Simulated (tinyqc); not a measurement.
## AlGaN/GaN HEMT with access regions, lumped model: output curve without and with trapping

A polarisation-induced electron sheet under a Schottky gate, in series with two ungated access regions and contacts. Drift law v = mu E/(1 + mu E/vs) under the gate. Currents in mA/mm, resistances in ohm mm. No self-heating, no channel-length modulation; fits for polarisation, barrier and offset are chosen for the exercise.

sigma = (5e13 x + 1.6e13 x^2) cm^-2, phiB = 0.84 + 1.3 x, dEc = 0.7 (1.71 x + x^2) in volts, Cb = eps0 eps_r/d, VT = phiB - dEc - q sigma/Cb, access density n0 = -Cb VT/q. Access resistance R(L, n) = L/(q mu n sqrt(1 - (I/(q n vs))^2)); Rs = Rc + R(Ls, n0), Rd = Rc + R(Ld, (1 - ft) n0). Vg' = Vg - I Rs, Vd' = Vd - I (Rs + Rd); with u = Vg' - VT, Vc = vs Lg/mu and w the smaller of Vd' and Vc [sqrt(1 + 2 u/Vc) - 1] (0 if negative), the channel gives (mu Cb/Lg)(u w - w^2/2)/(1 + w/Vc). I equals that channel current. The two columns take ft = 0 and ft = 0.3; collapse = 1 - (second)/(first).

Inputs (values chosen for the exercise); values close to those of AlGaN/GaN structures: aluminium share of the barrier x = 0.33; barrier thickness d = 12 nm; relative permittivity of barrier and channel eps_r = 9.6; channel mobility mu = 1300 cm^2/(V s); saturation velocity vs = 1.5e7 cm/s; gate length Lg = 0.15 um; source access length Ls = 1 um; drain access length Ld = 4 um; resistance of each contact Rc = 0.23 ohm mm; gate voltage Vg = 0.5 V.

Constants: q = 1.602176634e-19 C, eps0 = 8.8541878128e-14 F/cm where lengths are in cm. Results are converted to the units shown.

Output curve without and with trapping:
```
Vd (V)	I, ft = 0 (mA/mm)	I, ft = 0.3 (mA/mm)	collapse (%)
0.25	117.0	92.72	20.75
0.5	233.4	185.0	20.74
1	463.5	367.2	20.76
2	903.3	714.3	20.92
3	1301	1027	21.11
4	1641	1295	21.06
6	1942	1695	12.73
8	1942	1930	0.65
12	1942	1942	0.00
```

Read the table: what changes, and by how much?

Without trapping the current rises from 117 to 1940 mA/mm and first comes within 2 % of its last value at Vd = 6 V among the rows; with trapping that knee lies at 8 V. The collapse is 21 % in the first row, at most 21 % and 0 % in the last: once the gated channel saturates, the drain access only takes spare voltage. For Vd = 4 to 12 V the power passes 5 W/mm, where self-heating, left out here, lowers the current.

Program tinyqc, `OMP_NUM_THREADS=1 python tinyqc.py 2570161 2570162 out.jsonl`; Intel Xeon 2.30GHz, shared host, one thread, about 0.04 s.
